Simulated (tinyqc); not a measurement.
Charge control and current of a heterostructure field-effect transistor: one step, computed by the program tinyqc.

Two subbands in a triangular well; E_F is counted from the conduction band edge of the channel at the interface.

Problem. Threshold and barrier capacitance. Threshold V_T = phi_B - dE_c - e N_d (d - spacer)/(eps eps_0) (in volts); C_b = eps eps_0/d.

Inputs (values chosen for the exercise, modelled on AlGaAs/GaAs):

| quantity | value | unit |
|---|---|---|
| permittivity eps (barrier and channel) | 12.2 | - |
| barrier thickness d | 25 | nm |
| Schottky barrier phi_B | 1 | eV |
| conduction band offset dE_c | 0.26 | eV |
| delta-doping density N_d | 6.4e+12 | 1/cm^2 |
| spacer between delta layer and channel | 3.8 | nm |

Charge source: delta doping. Velocity law: smooth.

Constants: e = 1.602176634e-19 C; eps_0 = 8.8541878128e-12 F/m.

Give: threshold voltage V_T; barrier capacitance C_b.

Solution.

threshold voltage V_T = -1.272 V

barrier capacitance C_b = 0.4321 microfarad/cm^2

The device is normally on.
